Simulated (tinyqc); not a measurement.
Band bending at a free surface with a continuum of surface states, surface photovoltage and Kelvin probe: two steps of the calculation.

n-type bulk, xi = Ec - EF = Vt ln(Nc/Nd), p0 = ni^2/Nd, ni = sqrt(Nc Nv) exp(-Eg/(2 Vt)), Eg in volts. b is the upward band bending, u = b/Vt. Space charge per area, in units of q: Qc = sign(b) sqrt((2 eps0 eps_r Vt/q) [(Nd + dn)(exp(-u) - 1) + Nd u + (p0 + dn)(exp(u) - 1)]), with dn the excess density under light (flat quasi-Fermi levels; 0 in the dark). The states hold -Ds (E0 - xi - b): negative while the Fermi level lies above the neutrality level. Neutrality: Qc + Qf + (charge of the states) = 0.

Inputs (values chosen for the exercise); band and dielectric values close to those of germanium:

| symbol | value | unit | meaning |
|---|---|---|---|
| T | 300 | K | temperature |
| Eg | 0.649 | eV | band gap |
| eps_r | 16.1 |  | relative permittivity |
| Nc | 1.05e19 | cm^-3 | conduction-band density of states at T |
| Nv | 6.12e18 | cm^-3 | valence-band density of states at T |
| chi | 4.05 | eV | electron affinity |
| Nd | 9.8e17 | cm^-3 | donor density |
| Qf | 0 | cm^-2 | fixed positive charge at the surface |
| pt | 4.85 | eV | work function of the probe tip |
| Ds | 1.4e14 | cm^-2 eV^-1 | density of surface states |
| E0 | 0.3 | eV | depth of their neutrality level below the conduction edge |

Constants: q = 1.602176634e-19 C, kB = 1.380649e-23 J/K, Vt = kB T/q, eps0 = 8.8541878128e-14 F/cm where lengths are in cm. Results are converted to the units shown.

Task 1. Band bending in the dark. Fixed-point step: b(new) = E0 - xi - (Qc(b) + Qf)/Ds.

b after iteration 1 = 0.22660426 V

Give: b after iteration 2.

Result 1.

b after iteration 2 = 0.2253 V

Task 2. Work function and Kelvin-probe reading. Work function chi + xi + b; contact potential difference CPD = (work function of the sample) - pt. Depth of EF below Ec at the surface: xi + b. Depletion width Qc/Nd.

converged b = 0.22536630 V

Wanted: xi + b; Qc; Qc/Nd; work function; CPD.

Result 2.

xi + b = 0.2867 eV
Qc = 1.865e12 cm^-2
Qc/Nd = 19.03 nm
work function = 4.337 eV
CPD = -513.3 mV

The Fermi level lies 13.3 meV above the neutrality level.

Program tinyqc, `OMP_NUM_THREADS=1 python tinyqc.py 2430078 2430079 out.jsonl`; Intel Xeon 2.30GHz, shared host, one thread, about 0.01 s.
